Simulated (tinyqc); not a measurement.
MOS capacitor on a p-type substrate, surface potential from the exact charge relation: one step of the calculation.

Uniform p-type substrate, Boltzmann statistics, full ionisation, classical densities. psi is the surface potential against the body (positive when the bands bend down) and u = psi/Vt. Traps are spread evenly over the gap and neutral at flat band, so their charge is -q Dit psi; the minority quasi-Fermi level is shifted by Vb.

Question. Newton step for the surface potential. u = psi/Vt; F^2 = exp(-u) + u - 1 + r (exp(u) - u - 1); Qs = -sign(u) Q0 F; Cs = -dQs/dpsi = (Q0/Vt) |1 - exp(-u) + r (exp(u) - 1)|/(2 F). f = Vfb + psi + (q Dit psi - Qs)/Cox - Vg, f' = 1 + (Cs + q Dit)/Cox, psi(new) = psi - f/f'.

Values chosen for this exercise; band and dielectric values close to those of germanium: temperature T = 300 K; density of interface traps Dit = 0 cm^-2 eV^-1; gate voltage against the body Vg = 0.69 V.

Constants: q = 1.602176634e-19 C, kB = 1.380649e-23 J/K, Vt = kB T/q. Results are converted to the units shown.

psi at the start = 0.56088108 V
Cox = 1.3340310 uF/cm^2
Vfb = -0.23248440 V
Q0 = 42.217719 nC/cm^2
r = 2.0643838e-8

Give: u; F; Qs; Cs; f; f'; psi after iteration 1.

Answer.

u = 21.70
F = 8.677
Qs = -366.3 nC/cm^2
Cs = 5.232 uF/cm^2
f = -0.08700 V
f' = 4.922
psi after iteration 1 = 0.5786 V

Computed by the program tinyqc: `OMP_NUM_THREADS=1 python tinyqc.py 2060157 2060158 out.jsonl`, one thread of a shared Intel Xeon 2.30GHz, about 0.01 s for the whole run.
